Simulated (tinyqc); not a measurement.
Thin (001) film in sp3s* tight binding with raised dangling bonds, step by step. Values are carried at full precision from step to step, so a last printed digit may differ when a step is redone from the rounded ones.

sp3s* tight binding, nearest neighbours only: anion (a) at 0, cation (c) at a/4 (1,1,1), orbitals s, px, py, pz, s* on each; k in units of 2 pi/a. With phases e_j = exp(i (pi/2) k.n_j) for n = (1,1,1), (1,-1,-1), (-1,1,-1), (-1,-1,1): g0 = (e1+e2+e3+e4)/4, g1 = (e1+e2-e3-e4)/4, g2 = (e1-e2+e3-e4)/4, g3 = (e1-e2-e3+e4)/4. The diagonal holds the levels Esa, Epa, Exa (s*) and Esc, Epc, Exc. Anion-cation block: <sa|sc> = Vss g0; <sa|xc> = Vsapc g1; <xa|sc> = -Vscpa g1; <xa|xc> = Vxx g0; <xa|yc> = <ya|xc> = Vxy g3, <xa|zc> = <za|xc> = Vxy g2, <ya|zc> = <za|yc> = Vxy g1; <s*a|xc> = Vxapc g1; <xa|s*c> = -Vpaxc g1; y and z take g2 and g3 in place of g1; s-s* and s*-s* vanish.

Values chosen for the exercise (out of a larger set: near a published set for GaAs, fitted to gaps, whose masses and valley positions are rough; not measured data):
```
symbol  value                                                                                          unit  meaning
p       (-8.312, 1.044, -2.651, 3.678, 8.576, 6.723, -6.46, 1.952, 5.072, 4.468, 5.797, 4.824, 4.807)  eV    order Esa, Epa, Esc, Epc, Exa, Exc, Vss, Vxx, Vxy, Vsapc, Vscpa, Vxapc, Vpaxc
N       4                                                                                                    atomic planes in the small film
dl      5                                                                                              eV    shift of the dangling hybrids
```

## Bulk edges along [001]

Gap at Gamma and minimum on (0,0,kz), kz from 0.5 to 1, from the bulk Ev. States at zero in-plane momentum come from this line alone.

edges (eV): Gamma 1.5651, Delta 2.0372

kz of the minimum = 1.0000 2 pi/a

## The two blocks of the small film

Planes alternate anion (a), cation (c) along [001], a/4 apart, starting with an anion; zero in-plane momentum; levels counted from the bulk Ev, the lower root of [[Epa, Vxx], [Vxx, Epc]]; no spin-orbit coupling. Block of s, pz, s*: from an anion to the cation above, Vss/2 (s,s), Vsapc/2 (s,z), -Vscpa/2 (z,s), Vxx/2 (z,z), Vxapc/2 (s*,z), -Vpaxc/2 (z,s*); to the cation below the same with the s-z and s*-z signs reversed. Block of u = (px + py)/sqrt2 and v = (px - py)/sqrt2: to the cation above (Vxx + Vxy)/2 for u and (Vxx - Vxy)/2 for v, to the cation below the reverse. Each surface atom has two dangling sp3 hybrids; raising both by dl adds (dl/2) [[1, t], [t, 1]] to its s, pz levels (t = -1 at the bottom face, +1 at the top) and dl to the one of u, v in whose plane the missing bonds lie (v for a bottom anion or a top cation, u for a top anion).

Fill them in.

s, pz, s* block (eV), lower triangle:
```
        sa1     za1    *a1     sc2     zc2    *c2     sa3     za3    *a3     sc4    zc4    *c4
sa1  -5.818
za1  -2.500   3.538
*a1       0       0  8.570
sc2  -3.230  -2.898      0  -2.657
zc2   2.234   0.976  2.412       0   3.672
*c2       0  -2.404      0       0       0  6.717
sa3       0       0      0  -3.230  -2.234      0  -8.318
za3       0       0      0   2.898   0.976  2.404       0   1.038
*a3       0       0      0       0  -2.412      0       0       0  8.570
sc4       0       0      0       0       0      0  -3.230  -2.898      0  -0.157
zc4       0       0      0       0       0      0   2.234   0.976  2.412   2.500  6.172
*c4       0       0      0       0       0      0       0  -2.404      0       0      0  6.717
```

u, v block (eV), lower triangle:
```
       ua1     va1     uc2    vc2    ua3     va3    uc4    vc4
ua1  1.038
va1      0   6.038
uc2  3.512       0   3.672
vc2      0  -1.560       0  3.672
ua3      0       0  -1.560      0  1.038
va3      0       0       0  3.512      0   1.038
uc4      0       0       0      0  3.512       0  3.672
vc4      0       0       0      0      0  -1.560      0  8.672
```

## Levels of the small film

Diagonalise both blocks.

levels of the s, pz, s* block (eV): -11.660  -9.046  -4.401  0.914  2.517  2.848  3.750  5.853  7.317  9.254  9.462  11.233

levels of the u, v block (eV): -2.217  -1.658  -0.755  4.712  5.465  6.926  7.245  9.120

1 level lies between 0 and the bulk edge 1.565 eV: 0.914 eV.

## Checks

- Lowest conduction level of 201 planes, with the dangling hybrids shifted far away, against the bulk edge: 1.568 against 1.565.

(tinyqc, `OMP_NUM_THREADS=1 python tinyqc.py 1452376 1452377 out.jsonl`, Intel(R) Xeon(R) Processor @ 2.30GHz, 1 thread, shared host, about 0.4 s.)
